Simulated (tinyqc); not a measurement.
Inside a calculation. Method: plane-wave Kohn-Sham cycle with exchange-only LDA in a layered model solid. Computed by tinyqc, a small Python program that keeps every step. Settings: points = 16, plane-wave index or count = 2, electrons = 2, k points = 2, area = 36.0, mixing = 0.5, iteration cap = 57, Kerker q0 = 1.19. Command: `OMP_NUM_THREADS=1 python tinyqc.py 28769 28770 out.jsonl` (the two numbers bound the seeds that draw the settings). One thread of a shared host (Intel(R) Xeon(R) Processor @ 2.60GHz), about 0.02 s of CPU time with the checks. Later iterations appear only in the table of the cycle.

## Iteration 1: potential

A solid whose potential varies along x alone (atomic units):
```
parameter                      value
period a                    8.600000
cross-section of the cell  36.000000
electrons per cell                 2
grid points                       16
plane waves -n..n, n               2
k points                           2
V1 in V1 cos(2 pi x/a)     -0.600000
V2 in V2 cos(4 pi x/a)     -0.020000
```

density at the start, on the grid x_j = j a/N (e/bohr^3): [0.00645995, 0.00645995, 0.00645995, 0.00645995, 0.00645995, 0.00645995, 0.00645995, 0.00645995, 0.00645995, 0.00645995, 0.00645995, 0.00645995, 0.00645995, 0.00645995, 0.00645995, 0.00645995]

V_H(G) = 4 pi rho(G)/G^2 for G != 0 (uniform background); v_x = -(3 rho/pi)^(1/3); V = V_ext + V_H + v_x; Fourier components f(G_m) = (1/N) sum_j f(x_j) exp(-i G_m x_j).

Potentials on the grid (hartree):
```
x             V_ext       V_H        v_x          V
0.000000  -0.620000  0.000000  -0.183400  -0.803400
0.537500  -0.568470  0.000000  -0.183400  -0.751870
1.075000  -0.424264  0.000000  -0.183400  -0.607664
1.612500  -0.215468  0.000000  -0.183400  -0.398868
2.150000   0.020000  0.000000  -0.183400  -0.163400
2.687500   0.243752  0.000000  -0.183400   0.060352
3.225000   0.424264  0.000000  -0.183400   0.240864
3.762500   0.540186  0.000000  -0.183400   0.356785
4.300000   0.580000  0.000000  -0.183400   0.396600
4.837500   0.540186  0.000000  -0.183400   0.356785
5.375000   0.424264  0.000000  -0.183400   0.240864
5.912500   0.243752  0.000000  -0.183400   0.060352
6.450000   0.020000  0.000000  -0.183400  -0.163400
6.987500  -0.215468  0.000000  -0.183400  -0.398868
7.525000  -0.424264  0.000000  -0.183400  -0.607664
8.062500  -0.568470  0.000000  -0.183400  -0.751870
```

V(G_m), m = 0, 1, 2, ... (hartree): [-0.183400, -0.300000, -0.010000, 0.000000, 0.000000]

## Iteration 1: Hamiltonian at one k

k = 0.250000 2 pi / a

H(m,m') = (k + G_m)^2/2 delta + V(G_m - G_m'), with V(-G) = V(G).

H (hartree), order -2, -1, +0, +1, +2:
```
[[0.633951, -0.300000, -0.010000, 0.000000, 0.000000],
 [-0.300000, -0.033275, -0.300000, -0.010000, 0.000000],
 [-0.010000, -0.300000, -0.166720, -0.300000, -0.010000],
 [0.000000, -0.010000, -0.300000, 0.233616, -0.300000],
 [0.000000, 0.000000, -0.010000, -0.300000, 1.167732]]
```

## Iteration 1: levels at that k

Diagonalise the Hermitian matrix.

eigenvalues (hartree): [-0.524135, -0.017649, 0.354951, 0.762040, 1.260098]

## Iteration 1: new density

Motion across x is left out: the lowest 1 band(s) hold two electrons at each of the k points (j + 1/2)/nk - 1/2. Residual R = rho(out) - rho(in); rho(new) = rho(in) + 0.5 R, with R(G) scaled by G^2/(G^2 + 1.19^2) (Kerker). rho(out) = 2/(a A nk) sum |psi|^2 with psi = sum c exp(i G x). Harris energy E = band energy - dV sum rho (V_H/2 + v_x) + (3/4) dV sum rho v_x with rho(in), dV = a A/N, band energy = (2/nk) sum of the filled levels.

rho(out) (e/bohr^3): [0.02193310, 0.01910129, 0.01254543, 0.00611768, 0.00217704, 0.00057359, 0.00013168, 0.00004723, 0.00003821, 0.00004723, 0.00013168, 0.00057359, 0.00217704, 0.00611768, 0.01254543, 0.01910129]

density after iteration 1 (e/bohr^3): [0.00960489, 0.00880367, 0.00706623, 0.00565331, 0.00518800, 0.00539415, 0.00574954, 0.00598866, 0.00606716, 0.00598866, 0.00574954, 0.00539415, 0.00518800, 0.00565331, 0.00706623, 0.00880367]

energy per cell = -0.95657048 hartree

## Iteration 2: potential

As before.

Potentials on the grid (hartree):
```
x             V_ext        V_H        v_x          V
0.000000  -0.620000   0.040746  -0.209325  -0.788579
0.537500  -0.568470   0.035291  -0.203335  -0.736514
1.075000  -0.424264   0.021621  -0.188967  -0.591610
1.612500  -0.215468   0.005639  -0.175425  -0.385253
2.150000   0.020000  -0.007716  -0.170474  -0.158190
2.687500   0.243752  -0.016660  -0.172702   0.054390
3.225000   0.424264  -0.021774  -0.176415   0.226075
3.762500   0.540186  -0.024271  -0.178827   0.337087
4.300000   0.580000  -0.025007  -0.179605   0.375387
4.837500   0.540186  -0.024271  -0.178827   0.337087
5.375000   0.424264  -0.021774  -0.176415   0.226075
5.912500   0.243752  -0.016660  -0.172702   0.054390
6.450000   0.020000  -0.007716  -0.170474  -0.158190
6.987500  -0.215468   0.005639  -0.175425  -0.385253
7.525000  -0.424264   0.021621  -0.188967  -0.591610
8.062500  -0.568470   0.035291  -0.203335  -0.736514
```

V(G_m), m = 0, 1, 2, ... (hartree): [-0.182576, -0.290037, -0.012111, -0.001058, 0.000094]

## Iteration 2: Hamiltonian at one k

k = 0.250000 2 pi / a

As before.

H (hartree), order -2, -1, +0, +1, +2:
```
[[0.634775, -0.290037, -0.012111, -0.001058, 0.000094],
 [-0.290037, -0.032450, -0.290037, -0.012111, -0.001058],
 [-0.012111, -0.290037, -0.165896, -0.290037, -0.012111],
 [-0.001058, -0.012111, -0.290037, 0.234440, -0.290037],
 [0.000094, -0.001058, -0.012111, -0.290037, 1.168556]]
```

## Iteration 2: levels at that k

As before.

eigenvalues (hartree): [-0.509728, -0.009814, 0.349867, 0.754264, 1.254837]

## Iteration 2: new density

As before.

rho(out) (e/bohr^3): [0.02185080, 0.01904438, 0.01254070, 0.00614886, 0.00221161, 0.00059469, 0.00014119, 0.00005187, 0.00004178, 0.00005187, 0.00014119, 0.00059469, 0.00221161, 0.00614886, 0.01254070, 0.01904438]

density after iteration 2 (e/bohr^3): [0.01196083, 0.01061970, 0.00768152, 0.00521919, 0.00430183, 0.00453444, 0.00507683, 0.00546647, 0.00559840, 0.00546647, 0.00507683, 0.00453444, 0.00430183, 0.00521919, 0.00768152, 0.01061970]

energy per cell = -0.93103710 hartree

## Convergence

Stop when sqrt(dV sum R^2) is below 1e-8, dV = a A/N.

Course of the cycle:
```
iteration  E (hartree)  norm of the residual
1          -0.95657048              1.35e-01
2          -0.93103710              1.12e-01
3          -0.91031147              9.45e-02
4          -0.89469363              7.99e-02
5          -0.88327687              6.78e-02
6          -0.87507617              5.78e-02
7          -0.86926116              4.94e-02
8          -0.86518455              4.22e-02
9          -0.86235905              3.61e-02
10         -0.86042493              3.09e-02
11         -0.85912003              2.65e-02
...                ...                   ...
47         -0.85718188              1.12e-04
48         -0.85718197              9.61e-05
49         -0.85718204              8.28e-05
50         -0.85718209              7.13e-05
51         -0.85718212              6.14e-05
52         -0.85718215              5.29e-05
53         -0.85718217              4.56e-05
54         -0.85718219              3.93e-05
55         -0.85718220              3.38e-05
56         -0.85718221              2.92e-05
57         -0.85718221              2.51e-05
```

Not converged within 57 iterations: the residual falls steadily but slowly, by a factor of about 0.86 a step. Reruns (cap 100 unless said): mixing 0.1: not converged; mixing 0.5, Kerker q0 1.0: converged in 85 (E = -0.85718); mixing 0.3, Pulay depth 5: converged in 11 (E = -0.85718); the original settings with a cap of 400: converged in 110 (E = -0.85718).
